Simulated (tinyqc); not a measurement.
# Trench capacitor in an array: capacitance, non-linearity, leakage and relaxation: charge lost after writing

A film between two metal electrodes, each interface adding a series capacitance ci. The small-signal permittivity is ek (1 + aq E^2); the field is found with the linear permittivity. Leakage J = J0 sinh(E/Ef). After a voltage step the film passes a relaxation current kr C V tt^(-nr), tt being the time in seconds. The sidewall is a coaxial capacitor with radii a = dm/2 - t and b = dm/2, depth AR dm; the end face is left out.

Planar film: Cf = eps0 ek/t, 1/C = 1/Cf + 2/ci, EOT = 3.9 eps0/C, effective permittivity C t/eps0, E = (V/t) C/Cf. A capacitor written for t0 and then left open loses, as a share of C V, kr (tt^(1 - nr) - t0^(1 - nr))/(1 - nr) by relaxation and J tt/(C V) by leakage; both are taken as small, and rows far outside that range are left out.

Values chosen for this exercise; permittivity of the order of that of tantalum oxide:
- ek = 26.1 (relative permittivity of the film)
- t = 26 nm (film thickness)
- ci = 1000 uF/cm^2 (capacitance of each electrode interface (dead layer and screening))
- aq = 0.0066 cm^2/MV^2 (quadratic field coefficient of the permittivity)
- V = 2.2 V (bias)
- nr = 0.97 (exponent of the relaxation current)
- kr = 0.00061 (strength of the relaxation)
- J0 = 9.1e-11 A/cm^2 (leakage prefactor)
- Ef = 0.36 MV/cm (field for an e-fold rise of the leakage)
- t0 = 1e-8 s (duration of the write pulse)

Constants: eps0 = 8.8541878128e-14 F/cm where lengths are in cm. Results are converted to the units shown.

The same in every row: leakage current (nA/cm^2) = 0.47096.

Results:
```
tt (s)	relaxation current (nA/cm^2)	loss by relaxation (%)	loss by leakage (%)	total loss (%)
1e-6	7.8668e5	0.17335	2.4128e-8	0.17335
1e-5	84294	0.26943	2.4128e-7	0.26943
0.001	967.83	0.48269	2.4128e-5	0.48272
0.01	103.70	0.60090	2.4128e-4	0.60114
0.1	11.112	0.72756	0.0024128	0.72997
1	1.1907	0.86327	0.024128	0.88740
10	0.12758	1.0087	0.24128	1.2500
100	0.013671	1.1645	2.4128	3.5773
```

Estimate the missing row, tt = 0.0001 s.

Computed row:
```
tt (s)	relaxation current (nA/cm^2)	loss by relaxation (%)	loss by leakage (%)	total loss (%)
0.0001	9032.3	0.37238	2.4128e-6	0.37238
```

With this row back in the table: The two currents are equal at tt = 2.60 s. The loss by relaxation grows from 0.173 to 1.16 %, by 0.0961 points over the first decade and 0.156 over the last, while the loss by leakage grows tenfold a decade. Leakage is the larger loss for tt = 100 s.

Computed by the program tinyqc: `OMP_NUM_THREADS=1 python tinyqc.py 2102030 2102031 out.jsonl`, one thread of a shared Intel Xeon 2.30GHz, about 0.01 s for the whole run.
